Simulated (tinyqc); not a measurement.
## Polycrystalline film, grain-boundary barriers (Seto model): effect of the trap density at a boundary

One-dimensional grains of size Lg with donors N; each boundary has Qt acceptor-like traps per area at one level Et below the band edge. Trapped electrons qt deplete a width w = qt/N (both sides together) and raise a barrier Vb = q N w^2/(8 eps0 eps_r). Current crosses the barriers by thermionic emission at small bias. Abrupt depletion, full ionisation, Boltzmann statistics.

Partly depleted grains: the density at the grain centre is n0 = N and qt = Qt/(1 + 2 (Nc/N) exp((Vb - Et)/Vt)). If that gives qt >= N Lg, the grains are fully depleted: qt = N Lg, w = Lg and n0 = 2 Nc exp((Vb - Et)/Vt)/(Qt/(N Lg) - 1). Resistivity: barriers rb = Vt exp(Vb/Vt)/(q n0 vc Lg), grain interior rg = (1 - w/Lg)/(q mg N); effective mobility 1/(q N (rb + rg)).

Values chosen for this exercise; values close to those of polycrystalline silicon: temperature T = 300 K; relative permittivity of the semiconductor eps_r = 11.7; grain size Lg = 20 nm; donor density N = 4.5e18 cm^-3; mobility inside a grain mg = 200 cm^2/(V s); collection velocity at the barrier vc = 7.5e6 cm/s; conduction-band density of states at T Nc = 2.8e19 cm^-3; trap level below the band edge Et = 0.41 eV.

Constants: q = 1.602176634e-19 C, kB = 1.380649e-23 J/K, Vt = kB T/q, eps0 = 8.8541878128e-14 F/cm where lengths are in cm. Results are converted to the units shown.

The same in every row: n0 (cm^-3) = 4.500e18.

Effect of the trap density at a boundary:

| Qt (cm^-2) | w/Lg | Vb (V) | resistivity (ohm cm) |
|---|---|---|---|
| 2e11 | 0.02222 | 1.718e-4 | 0.009187 |
| 2.9e11 | 0.03222 | 3.613e-4 | 0.009136 |
| 4.3e11 | 0.04778 | 7.943e-4 | 0.009069 |
| 6.4e11 | 0.07111 | 0.001760 | 0.009001 |
| 9.4e11 | 0.1044 | 0.003796 | 0.008979 |
| 1.4e12 | 0.1556 | 0.008420 | 0.009167 |
| 2e12 | 0.2222 | 0.01718 | 0.01004 |
| 3e12 | 0.3333 | 0.03866 | 0.01529 |

What does the table show?

As Qt goes from 2e11 to 3e12 cm^-2, the barrier rises from 1.72e-4 to 0.0387 V and the resistivity goes from 0.00919 through a minimum of 0.00898 (at Qt = 9.4e11 cm^-2 among the rows listed) to 0.0153 ohm cm. The grains are fully depleted in 0 of the 8 rows. In every row the barrier is under 2 Vt, where the depletion and emission pictures are rough.

Program tinyqc, `OMP_NUM_THREADS=1 python tinyqc.py 2610149 2610150 out.jsonl`; Intel Xeon 2.30GHz, shared host, one thread, about 0.01 s.
